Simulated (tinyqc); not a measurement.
# Circular transfer-length structure, step by step

Computed by the program tinyqc: `OMP_NUM_THREADS=1 python tinyqc.py 2760017 2760018 out.jsonl`, one thread of a shared Intel Xeon 2.30GHz, about 0.01 s for the whole run. Printed values are rounded.

A disc contact of radius r0 and a very wide ring contact from r1 = r0 + sp outwards lie on a thin layer; the metal has no resistance and the sheet resistance under the contacts equals Rsh.

Inputs (values chosen for the exercise):
- Rsh = 2200 ohm/sq (sheet resistance of the semiconductor layer)
- rc = 8.9e-9 ohm cm^2 (specific contact resistivity)
- r0 = 0.085 um (radius of the inner contact)
- sp = 0.015 um (gap between the contacts)

## The three parts of the resistance

Transfer length Lt = sqrt(rc/Rsh). R = (Rsh/2 pi) [(Lt/r0) I0(r0/Lt)/I1(r0/Lt) + ln(r1/r0) + (Lt/r1) K0(r1/Lt)/K1(r1/Lt)] with modified Bessel functions; for r0 >> Lt both ratios tend to 1.

Lt = 0.02011332 um
I0/I1 = 1.147204
K0/K1 = 0.9121615
inner contact = 95.04916 ohm
gap = 56.90452 ohm
outer contact = 64.23892 ohm
R = 216.1926 ohm

The contacts make up 73.7 % of R.

## The large-radius form

Transfer length Lt = sqrt(rc/Rsh). R = (Rsh/2 pi) [(Lt/r0) I0(r0/Lt)/I1(r0/Lt) + ln(r1/r0) + (Lt/r1) K0(r1/Lt)/K1(r1/Lt)] with modified Bessel functions; for r0 >> Lt both ratios tend to 1. Large radius: R = (Rsh/2 pi) [Lt (1/r0 + 1/r1) + ln(r1/r0)], and linearised for sp << r0: Rsh (sp + 2 Lt)/(2 pi r0).

large-radius R = 210.1823 ohm
linearised R = 227.4953 ohm

Against the Bessel form the first is 2.8 % below it and the second 5.2 % above it.
